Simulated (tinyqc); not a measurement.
Inside a calculation. Model: threshold of a short bulk MOSFET: charge sharing, barrier lowering, narrow width.

Computed by the program tinyqc: `OMP_NUM_THREADS=1 python tinyqc.py 2002187 2002188 out.jsonl`, one thread of a shared Intel Xeon 2.30GHz, about 0.01 s for the whole run. Printed values are rounded.

n-channel device on a p-type body, depletion approximation, full ionisation. Uniform doping N = Na. Vbi from Boltzmann statistics is rough for the degenerate source. Cox = eps0 eox/tox.

Values chosen for this exercise; band and dielectric values close to those of silicon:
- T = 350 K (temperature)
- Eg = 1.11 eV (band gap)
- eps_r = 11.6 (relative permittivity)
- Nc = 3.55e19 cm^-3 (conduction-band density of states at T)
- Nv = 3.28e19 cm^-3 (valence-band density of states at T)
- eox = 3.9 (relative permittivity of the gate insulator (close to silicon dioxide))
- tox = 1.2 nm (insulator thickness)
- Na = 5.4e17 cm^-3 (channel doping)
- Nsd = 1e20 cm^-3 (source and drain doping)
- Vfb = -0.88 V (flat-band voltage for the doping Na)
- xj = 94 nm (junction depth)
- Vbs = -0.5 V (body-source voltage)
- Vds = 0.05 V (drain-source voltage)
- W = 510 nm (gate width)
- xw = 1.5708 (shape factor of the fringing depletion at the width edges)
- L = 130 nm (channel length)

Constants: q = 1.602176634e-19 C, kB = 1.380649e-23 J/K, Vt = kB T/q, eps0 = 8.8541878128e-14 F/cm where lengths are in cm. Results are converted to the units shown.

## Long-channel threshold and scales

ni = sqrt(Nc Nv) exp(-Eg/(2 Vt)), Eg in volts; 2 pB = 2 Vt ln(N/ni); flat band Vfb - Vt ln(N/Na); Wd = sqrt(2 eps0 eps_r (2 pB - Vbs)/(q N)); body term q N Wd/Cox; long-channel VT0 = flat band + 2 pB + body term; Vbi = Vt ln(N Nsd/ni^2); scale length l = sqrt((eps_r/eox) tox Wd).

N = 5.4e17 cm^-3
2 pB = 0.8598977 V
flat band = -0.88 V
Wd = 56.82238 nm
body term = 0.1708407 V
VT0 = 0.1507384 V
Vbi = 1.017377 V
l = 14.24121 nm

## Short-channel and narrow-width shifts

Charge sharing (trapezoid; it ignores Vds): F = (xj/L)(sqrt(1 + 2 Wd/xj) - 1), lowering = body term times F. Barrier lowering: th = exp(-L/(2 l)) + 2 exp(-L/l), lowering = th [2 (Vbi - 2 pB) + Vds], DIBL = th. Narrow width: rise = body term times xw Wd/W. VT by each model = VT0 - lowering + rise.

F = 0.3516078
lowering by charge sharing = 60.06893 mV
th = 0.01063510
lowering of the barrier = 3.881376 mV
DIBL = 10.63510 mV/V
narrow-width rise = 29.89934 mV
VT, charge sharing = 0.1205688 V
VT, barrier lowering = 0.1767564 V

L is 9.13 scale lengths. The charge-sharing lowering is 15.5 times the barrier lowering; the first falls off as 1/L and the second exponentially. Both describe the same loss of gate control, so they are alternatives and are not added.
